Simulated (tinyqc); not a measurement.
On-chip interconnect, size-dependent resistivity and RC delay: two steps of the calculation.

A rectangular line between two neighbours and two ground planes. Surface and grain-boundary scattering are added to the bulk resistivity as corrections; capacitances are parallel-plate values without fringing; inductance is ignored.

Values chosen for this exercise; metal values close to those of copper: line length Lw = 10 um; driver resistance Rd = 1700 ohm; load capacitance Cl = 0.11 fF; time step dt = 4 ps.

Problem 1. Ladder and Elmore delays. 5 equal pi sections: series Rs = r Lw/5; node capacitances c Lw/5, halved at nodes 0 and 5, with Cl added to node 5; Rd feeds node 0. Elmore delay of node k: the sum, over the resistors on the path to k, of resistance times all capacitance downstream of it.

r = 1013.2809 ohm/um
c = 0.16197261 fF/um

Wanted: Rs; C; Elmore delay.

Solution 1.

Rs = 2026.6 ohm

| node | C (fF) | Elmore delay (ps) |
|---|---|---|
| 0 | 0.16197 | 2.9405 |
| 1 | 0.32395 | 6.1177 |
| 2 | 0.32395 | 8.6383 |
| 3 | 0.32395 | 10.502 |
| 4 | 0.32395 | 11.710 |
| 5 | 0.27197 | 12.261 |

The far-end value equals Rd (c Lw + Cl) + r Lw (c Lw/2 + Cl) for any number of pi sections; the line resistance contributes 76.0 % of it.

Problem 2. Node voltages after a time step. A 1 V step is applied behind Rd at t = 0. C dv/dt = -G v + b, with G the conductance matrix of the ladder (1/Rs between neighbours, 1/Rd added at node 0) and b = (1 V/Rd, 0, ...). Trapezoidal step: (C/dt + G/2) v(new) = (C/dt - G/2) v + b.

Rs = 2026.5618 ohm

| node | C (fF) | v at t = 1 dt (V) |
|---|---|---|
| 0 | 0.16197261 | 1.3355205 |
| 1 | 0.32394522 | 0.7625884 |
| 2 | 0.32394522 | 0.4399739 |
| 3 | 0.32394522 | 0.2617798 |
| 4 | 0.32394522 | 0.1695143 |
| 5 | 0.27197261 | 0.1328915 |

Give: v at t = 2 dt.

Solution 2.

| node | v at t = 2 dt (V) |
|---|---|
| 0 | 0.48986 |
| 1 | 0.71583 |
| 2 | 0.67614 |
| 3 | 0.56955 |
| 4 | 0.47805 |
| 5 | 0.43219 |

Range of the model: The metal width is under the mean free path, where the thick-limit surface term and the simple sum of corrections lose accuracy.

tinyqc, about 0.01 s, one thread, Intel Xeon 2.30GHz (shared host): `OMP_NUM_THREADS=1 python tinyqc.py 2100132 2100133 out.jsonl`
